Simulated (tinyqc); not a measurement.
Inside a calculation. Model: chemical-mechanical planarisation: Preston law, pattern density and step-height reduction. Computed by tinyqc, a small Python program that keeps every step. Command: `OMP_NUM_THREADS=1 python tinyqc.py 3024486 3024487 out.jsonl cmp walk`. One thread of a shared host (Intel(R) Xeon(R) Processor @ 2.30GHz), about 0.01 s of CPU time with the checks. Intermediate numbers are printed to about 7 digits and carried at full precision; extremes and crossings named in words are read from the listed rows.

A row of 10 cells, repeated periodically, holds raised features that cover a share rho of each cell.

Inputs (values chosen for the exercise, close to those used for copper polishing): Preston coefficient K = 1.2e-13 1/Pa; pressure P = 37 kPa; platen and carrier speed = 110 rpm; distance between the centres = 18 cm; initial step height h0 = 180 nm; contact height h_c = 57 nm; film above the raised areas z0 = 320 nm; cell size = 1.7 mm; planarisation length = 3.2 mm; polish time t = 15 s.

local pattern densities, cell by cell: [0.2, 0.9, 0.6, 0.3, 0.7, 0.9, 0.7, 0.4, 0.25, 0.7]

## Blanket rate

With equal rotation speeds the relative speed is uniform, v = omega r_c; Preston rate R0 = K P v.

relative speed v = 2.073451 m/s

blanket rate R0 = 9.206123 nm/s

## Effective density

The stiff pad averages the density: rho_eff(i) = sum_j w_ij rho_j / sum_j w_ij, w = exp(-2 d^2/L^2), L the planarisation length and d the distance between cell centres, summed over all periodic images of cell j.

normalised weights (images included) for cells 0, 1, 2, ... apart: [0.4238762, 0.2410461, 0.0443285, 0.0026363, 0.0000507, 0.0000006]

effective densities: [0.5100452, 0.6212248, 0.5877431, 0.5227427, 0.6470461, 0.7523051, 0.6548627, 0.4719038, 0.4158268, 0.4662996]

Local densities span 0.2 to 0.9, effective ones 0.416 to 0.752.

## State at time t

While h > h_c only raised areas polish, at R0/rho_eff, until t_c = rho_eff (h0 - h_c)/R0. After that h = h_c exp(-(t - t_c)/tau), tau = rho_eff h_c/R0; low areas polish at R0 (1 - h/h_c) and raised areas at R0 [1 + (1 - rho_eff) h/(rho_eff h_c)]. Removed from raised areas after t_c: h0 - h_c + R0 (t - t_c) + (1 - rho_eff)(h_c - h); from low areas: R0 (t - t_c) - rho_eff (h_c - h). Film left = z0 less the removal from raised areas.

Cells:
```
cell    rho_eff   t_c (s)  step h (nm)  removed, raised (nm)  removed, low (nm)  film left on raised areas (nm)
1     0.5100452   6.81455      4.26757              224.1928           48.46037                         95.8072
2     0.6212248   8.29998      9.98543              202.4892           32.47459                        117.5108
3     0.5877431   7.85264      7.99622              209.0016           36.99780                        110.9984
4     0.5227427   6.98419      4.78948              221.7123           46.50182                         98.2877
5     0.6470461   8.64497     11.66690              197.5057           29.17256                        122.4943
6     0.7523051  10.05130     19.70013              177.7973           17.49743                        142.2027
7     0.6548627   8.74941     12.20014              196.0058           28.20597                        123.9942
8     0.4719038   6.30495      2.90704              231.6140           54.52101                         88.3860
9     0.4158268   5.55573      1.45471              242.3932           63.84793                         77.6068
10    0.4662996   6.23008      2.73310              232.6993           55.43236                         87.3007
```

range of film left across the row = 64.59591 nm

largest remaining step = 19.70013 nm

thinnest film left = 77.60678 nm

10 of 10 cells have reached contact. The cell with the lowest rho_eff has lost the most film from its raised areas.

## Local against global planarity over time

Times are multiples of h0/R0; the range is the largest minus the smallest removal from raised areas.

Steps and range (nm):
```
multiple     t (s)  largest step  smallest step  range across the row  mean removal from raised areas
0.10       1.95522      156.0735       136.7127              19.36079                         32.8590
0.20       3.91044      132.1471        93.4255              38.72158                         65.7179
0.30       5.86566      108.2206        50.5352              57.85049                         98.5537
0.45       8.79849       72.3309        16.1760              69.03248                        143.4001
0.60      11.73132       39.7405         5.1779              67.38485                        179.3064
0.80      15.64176       17.1645         1.1338              64.15535                        219.9037
1.00      19.55220        7.4136         0.2483              62.25739                        257.4546
1.30      25.41787        2.1044         0.0254              61.07249                        312.1144
1.70      33.23875        0.3926         0.0012              60.66262                        384.2737
```

Local steps shrink to 0.39 nm or less, but the range across the row reaches up to 69.0 nm among these rows and ends at 60.7 nm, against the limit (largest - smallest rho_eff) h0 = 60.6 nm: once flat, all cells polish alike and the difference stays. Evener density (dummy fill), a longer planarisation length or a smaller initial step reduces it. Caution: in the last rows the removal passes z0 somewhere, so they describe a thicker film than the one given.

Checks made by the program: volume removed per cell equals R0 t (relative difference below 1e-10).
